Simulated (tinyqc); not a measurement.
Worked calculation: power iteration on a symmetric matrix. Computed by tinyqc, a small Python program that keeps every step. Settings: method = power, shift = 1.81. Command: `OMP_NUM_THREADS=1 python tinyqc.py 24690 24691 out.jsonl` (the two numbers bound the seeds that draw the settings). One thread of a shared host (Intel(R) Xeon(R) Processor @ 2.60GHz), about 0.01 s of CPU time with the checks.

A:
```
[[0.80900, -0.24000, 0.16600],
 [-0.24000, 2.22300, -0.01100],
 [0.16600, -0.01100, 3.18000]]
```

Stop when the residual |A v - lambda v| is below 1e-9.

Steps:
```
step     lambda  residual
1     2.2587674  1.16e+00
2     2.5463310  1.07e+00
3     2.7723863  9.19e-01
4     2.9305201  7.54e-01
5     3.0337107  6.01e-01
6     3.0979900  4.70e-01
7     3.1368616  3.63e-01
8     3.1599460  2.79e-01
9     3.1735071  2.13e-01
10    3.1814230  1.63e-01
11    3.1860265  1.24e-01
12    3.1886978  9.45e-02
13    3.1902460  7.19e-02
14    3.1911426  5.47e-02
15    3.1916616  4.16e-02
16    3.1919620  3.17e-02
17    3.1921358  2.41e-02
18    3.1922364  1.83e-02
19    3.1922946  1.39e-02
20    3.1923282  1.06e-02
21    3.1923477  8.07e-03
22    3.1923590  6.14e-03
23    3.1923655  4.67e-03
24    3.1923693  3.55e-03
25    3.1923715  2.70e-03
26    3.1923727  2.05e-03
27    3.1923735  1.56e-03
28    3.1923739  1.19e-03
29    3.1923741  9.04e-04
30    3.1923743  6.87e-04
```

Can the last value be used, and what does the course show?

Not by the stop rule, although the second column moves by less than 1e-06 over the last three steps. Not converged in 30 steps: the residual falls only by the ratio of the two largest distances of eigenvalues from the shift, 0.76 a step. all eigenvalues, for comparison: [0.75853, 2.26109, 3.19237].
